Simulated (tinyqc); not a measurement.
Range and order of the fit: effective mass of the heavy-hole band from tabulated energies.

c = hbar^2/2m0.
Constants: hbar^2/2m0 = 3.80998211 eV angstrom^2.

Energies along [110], from the band edge downward:

| k (1/angstrom) | E (meV) |
|---|---|
| 0.000000 | 0.00000 |
| 0.007200 | 0.22020 |
| 0.014400 | 0.87700 |
| 0.021600 | 1.95940 |
| 0.028800 | 3.44920 |
| 0.036000 | 5.32080 |
| 0.043200 | 7.54280 |
| 0.050400 | 10.07770 |
| 0.057600 | 12.88430 |

reference mass (curvature of the model at k = 0.0001 1/angstrom) = 0.895787 m0

Least-squares fits of E = a k^2 (+ b k^4 + d k^6) over points 1 to n, and the line y = c k^2/E against E; errors of m against the reference.

Results:

| n | E at point n (meV) | one term (%) | two terms (%) | three terms (%) | line (%) | rms residual, one term (meV) |
|---|---|---|---|---|---|---|
| 3 | 2.0 | 1.15 | 0.00 | -0.02 | -0.01 | 0.003 |
| 4 | 3.4 | 1.96 | 0.01 | 0.00 | -0.02 | 0.011 |
| 5 | 5.3 | 3.00 | 0.01 | 0.01 | -0.04 | 0.025 |
| 6 | 7.5 | 4.26 | 0.03 | 0.00 | -0.06 | 0.049 |
| 7 | 10.1 | 5.75 | 0.07 | -0.01 | -0.11 | 0.088 |
| 8 | 12.9 | 7.48 | 0.14 | -0.02 | -0.17 | 0.144 |

What does the comparison show?

The error of the parabola goes from +1.15 to +7.48 % as the range widens, and at n = 8 its residual, 0.14 meV, is only 1.1 % of the top energy: a small residual does not vouch for the mass. Over the full range (n = 8) the best form is three terms (0.02 %); the line errs by -0.01 % at n = 3 and -0.17 % at n = 8. Without scatter, a narrower range or a second term is the cure: at n = 8 the errors are +7.48, +0.14 and -0.02 % for one, two and three terms. Three terms on three points interpolate exactly.

Program tinyqc; command `OMP_NUM_THREADS=1 python tinyqc.py 1850055 1850056 out.jsonl`; about 0.01 s on one thread of a shared Intel(R) Xeon(R) Processor @ 2.30GHz.
